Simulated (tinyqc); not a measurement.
Ionisation and resistivity against doping: donors on two lattice sites with valley-orbit split states.

Each donor binds at most one electron, in any of its states. For a site s, W_s = sum over its states of g exp(E/kT), and the ionised share is 1/(1 + W_s exp(eta)), eta = (EF - Ec)/kT; n = Nc F_1/2(eta); neutrality n + NA = ND x (mean ionised share, the two sites in equal numbers); holes are neglected. Nc from N = 2 (m kB T/(4 pi c))^(3/2) with c = hbar^2/2m0, in 1/angstrom^3; times 1e24 for 1/cm^3, m = md. F_j(eta) = (1/Gamma(j + 1)) integral_0^infinity x^j dx/(1 + exp(x - eta)), which tends to exp(eta) for eta << 0.

Mobility (Caughey-Thomas form): mu = mu0 + (mu1 (T/300)^(-ga) - mu0)/(1 + ((ND + NA)/Nr)^de); rho = 1/(e n mu), e = 1.602176634e-19 C.

Constants: hbar^2/2m0 = 3.80998211 eV angstrom^2; kB = 8.617333262e-05 eV/K.

Inputs chosen for the exercise (near those of nitrogen in 4H-SiC; shifted at random, so the results belong to these values and not to a real crystal):
- md = 0.778 m0 (density-of-states mass of the conduction band)
- E = (61.8, 53.9, 126.6, 81.8) meV (binding energies of h ground, h excited, k ground, k excited)
- g = (2, 4, 2, 4) (their degeneracies with spin)
- T = 400 K
- mu0 = 37 cm^2/(V s) (mobility at heavy doping)
- mu1 = 977 cm^2/(V s) (mobility at light doping and 300 K)
- Nr = 2e+17 1/cm^3 (reference doping)
- de = 0.61 (doping exponent)
- ga = 2.4 (temperature exponent)

NA = 0.

Results:

| ND (1/cm^3) | n (1/cm^3) | n/ND | mu (cm^2/(V s)) | rho (ohm cm) | rho at full ionisation |
|---|---|---|---|---|---|
| 1.0e+14 | 1.00e+14 | 1.000 | 485 | 129 | 129 |
| 1.0e+15 | 9.97e+14 | 0.997 | 473 | 13.2 | 13.2 |
| 1.0e+16 | 9.73e+15 | 0.973 | 427 | 1.50 | 1.46 |
| 3.0e+16 | 2.78e+16 | 0.928 | 382 | 0.588 | 0.545 |
| 1.0e+17 | 8.19e+16 | 0.819 | 311 | 0.245 | 0.201 |
| 1.0e+18 | 4.76e+17 | 0.476 | 160 | 0.0817 | 0.0389 |
| 2.0e+18 | 7.52e+17 | 0.376 | 126 | 0.0658 | 0.0247 |

Give the missing row, ND (1/cm^3) = 3.0e+17.

Computed row:
```
ND (1/cm^3)  n (1/cm^3)   n/ND  mu (cm^2/(V s))  rho (ohm cm)  rho at full ionisation
3.0e+17        2.00e+17  0.665              236         0.133                  0.0883
```

From 1e16 to 1e18 1/cm^3 rho falls by a factor 18.4, not 100: the mobility takes a factor 2.66 and incomplete ionisation 2.04. n/ND is below 0.9 from 1e+17 1/cm^3 on. Near 1e19 1/cm^3 and above the levels merge with the band, and already below that screening lowers the binding energy, so the last rows understate n.

Program tinyqc; command `OMP_NUM_THREADS=1 python tinyqc.py 1651286 1651287 out.jsonl`; about 0.02 s on one thread of a shared Intel(R) Xeon(R) Processor @ 2.30GHz.
